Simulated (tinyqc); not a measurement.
X-ray photoelectron analysis of a thin oxide on a semiconductor: attenuation lengths, thickness, angle series and band offsets: one step, computed by the program tinyqc. Command: `OMP_NUM_THREADS=1 python tinyqc.py 3112141 3112142 out.jsonl xps walk`. One thread of a shared host (Intel(R) Xeon(R) Processor @ 2.30GHz), about 0.01 s of CPU time with the checks.

The same element is seen in the oxide and in the substrate, at nearly the same kinetic energy; films are flat and uniform, and the work function is ignored.

Task: Band offsets by core levels. Valence band offset = (E_core - E_v)(substrate) - (E_core - E_v)(oxide) + (core level separation at the interface, oxide less substrate). The separation is made here from the given offset; a uniform field F that raises the binding energy towards the surface shifts the oxide peak by e F <z>, <z> = d/(1 - exp(-x)) - d/x, x = d/(L_o cos theta), being the mean distance from the interface. Conduction band offset = oxide gap - substrate gap - valence band offset.

Inputs (values chosen for the exercise, modelled on SiO2 on 4H-SiC):

| quantity | value | unit |
|---|---|---|
| oxide gap | 8.9 | eV |
| substrate gap | 3.26 | eV |
| oxide thickness d | 0.58 | nm |
| valence band offset used to make the data | 2.9 | eV |
| core level less valence band top, substrate | 99 | eV |
| core level less valence band top, thick oxide | 98.41 | eV |
| field in the oxide | 0.028 | MV/cm |

d/(L_o cos theta) = 0.1371616

Give: separation without field; <z>; separation with field; apparent valence band offset; true conduction band offset; apparent conduction band offset.

Result:

separation without field = 2.31 eV

<z> = 0.2966 nm

separation with field = 2.311 eV

apparent valence band offset = 2.901 eV

true conduction band offset = 2.74 eV

apparent conduction band offset = 2.739 eV

The field biases both offsets by 8.3e-4 eV, in opposite directions.
